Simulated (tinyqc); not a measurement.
Inside a calculation. Method: CID on RHF in the sto-3g basis, for H2, spin multiplicity 1. One step of it, computed by the program tinyqc.

Problem. Iteration 3 (converged): orbitals. Diagonalise F' = X^T F X, C = X C', fill 1 alpha and 1 beta electrons from the bottom; D = 2 C_occ C_occ^T. Each column has its largest component positive (the first on a tie).

converged F (hartree):
```
           1H 1s      2H 1s
1H 1s  -0.248000  -0.478479
2H 1s  -0.478479  -0.248000
```

X:
```
           1H 1s      2H 1s
1H 1s   1.114027  -0.296894
2H 1s  -0.296894   1.114027
```

Give: F' = X^T F X; orbital energies; coefficients C; D after iteration 3.

Solution.

F' = X^T F X (hartree):
```
         1        2
1  -0.0131  -0.4719
2  -0.4719  -0.0131
```

orbital energies (hartree): MO1 -0.4851, MO2 0.4588

coefficients C:
```
          MO1      MO2
1H 1s  0.5778   0.9977
2H 1s  0.5778  -0.9977
```

D after iteration 3:
```
        1H 1s   2H 1s
1H 1s  0.6677  0.6677
2H 1s  0.6677  0.6677
```
